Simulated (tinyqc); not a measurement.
Inside a calculation: polytypes by hexagonality, and a cubic inclusion as a quantum well. Values are carried at full precision from step to step, so a last printed digit may differ when a step is redone from the rounded ones.

A layer is h if its two neighbours in the periodic sequence sit on the same site, k otherwise; the hexagonality h is the share of h layers.

Constants: hbar^2/2m0 = 3.80998211 eV angstrom^2.

Values chosen for the exercise (of the order of those of SiC; shifted at random, so the results belong to these values and not to a real crystal): E3 = 2.377 eV (gap of the cubic polytype); E2 = 3.333 eV (gap of 2H); Ev2 = 0.105 eV (valence top of 2H above that of 3C); P2 = -0.0453 C/m^2 (spontaneous polarisation of 2H); Es = 3.268 eV (gap at the hexagonality hs); hs = 0.5 (hexagonality up to which the first line holds); m = (0.324, 0.339) m0 (electron mass along c in the cubic layer and in the host); d = 2.514 angstrom (thickness of a double layer); eps = 10.2 (dielectric constant); N = 3 (double layers in the cubic inclusion).

## Hexagonality

Stacking sequences:
```
polytype               sequence
9R                    ABCBCACAB
3C                          ABC
6H                       ABCACB
21R       ABCACBACABCBACBCABACB
2H                           AB
```

Give the h/k string and h of each.

Hexagonality:
```
polytype             h/k string       h
9R                    hkhhkhhkh  0.6667
3C                          kkk  0.0000
6H                       hkkhkk  0.3333
21R       hkkhkkkhkkhkkkhkkhkkk  0.2857
2H                           hh  1.0000
```

## Gaps and band edges

Gap: E3 + (Es - E3) h/hs for h up to hs, then linear from Es to E2 at h = 1. Valence top Ev2 h and polarisation P2 h, both counted from 3C; Ec = Ev + gap.

Evaluate for each polytype.

Results:
```
polytype  gap (eV)  Ev (eV)  Ec (eV)  P (C/m^2)
9R          3.2897   0.0700   3.3597   -0.03020
3C          2.3770   0.0000   2.3770    0.00000
6H          2.9710   0.0350   3.0060   -0.01510
21R         2.8861   0.0300   2.9161   -0.01294
2H          3.3330   0.1050   3.4380   -0.04530
```

The widest gap is that of 2H, the narrowest that of 3C. Ev and Ec both rise with h, so 3C collects electrons and the more hexagonal side holes: a staggered line-up.

## The bound level without the field

A cubic inclusion of width L = N d in the host (h = 0.3333) is a well of depth V = Ec(host) - Ec(3C). Square well with mass mismatch: k tan(k L/2) = (m_w/m_b) q, k = sqrt(m_w E/c), q = sqrt(m_b (V - E)/c), c = hbar^2/2m0, lowest root. The depth of the level, V - E, is its binding, and the transition to the valence top of the host is gap(host) - (V - E). The step in polarisation gives a field |F| = |P|/(eps eps0) in a thin inclusion, eps0 = 8.8541878e-12 F/m.

Give V, L, the level E, its depth below the host conduction edge and the transition to the valence top of the host, gap(host) - (V - E).

V = 0.6290 eV
L = 7.542 angstrom
E above the bottom = 0.3766 eV
depth below the host edge = 0.2524 eV
transition = 2.7186 eV

The level keeps 40 % of the well depth. The transition lies above the gap of 3C itself (2.377 eV). At a few layers the effective-mass picture is only a guide.

## The polarisation field

Give |F|, the drop |F| L, the bound charge |P|/e per cm^2 (e = 1.602176634e-19 C), and, as a first estimate, the shift -|F| L/2 of the transition for an electron centred in the layer and a hole in the host on the high side.

|F| = 1.672 MV/cm
drop = 126.1 meV
bound charge = 9.42e+12 cm^-2
estimated shift = -63.0 meV

The drop is 20 % of the well depth. The host edge on the low side sinks by 63 meV against the centre, less than the 252 meV by which the flat well binds.

## Checks

- Square-well root against finite differences on a grid of 0.5 angstrom (eV): both 0.377.

(tinyqc, `OMP_NUM_THREADS=1 python tinyqc.py 1851293 1851294 out.jsonl`, Intel(R) Xeon(R) Processor @ 2.30GHz, 1 thread, shared host, about 0.04 s.)
